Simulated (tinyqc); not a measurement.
All-pass ring resonator: one step of the calculation.

A ring of length L = 2 pi Rr coupled to one bus waveguide: round-trip amplitude a = 10^(-al L/20), self-coupling t = sqrt(1 - k2). At detuning d from the resonance the round-trip phase is p = 2 pi d/FSR and the transmission T = (a^2 - 2 a t cos p + t^2)/(1 - 2 a t cos p + a^2 t^2). Lossless coupler, linear absorption only.

Problem. Thermal shift of the resonance. T is the transmission at d = dl - s, p = 2 pi d/FSR; out = (lam dT/ng) Rt fa (1 - T) Pin; s(new) = out.

Parameters, values chosen for the exercise; values close to those of silicon waveguides:
```
symbol    value  unit                                     meaning
lam        1550    nm                   cold resonance wavelength
ng         4.39                                       group index
dT      0.00019   1/K  thermo-optic change of the effective index
Rt            5  K/mW                          thermal resistance
fa         0.75             share of the loss that heats the ring
Pin       0.004    mW                                 input power
dl          1.8    pm      laser detuning from the cold resonance
```

s after iteration 1 = 0.64794183 pm
a = 0.99783222
t = 0.99894945
FSR = 5.8066781 nm

Wanted: d; T; out; s after iteration 2.

Solution.

d = 1.152 pm
T = 0.2352
out = 0.7696 pm
s after iteration 2 = 0.7696 pm

tinyqc, about 0.01 s, one thread, Intel Xeon 2.30GHz (shared host): `OMP_NUM_THREADS=1 python tinyqc.py 2650017 2650018 out.jsonl`
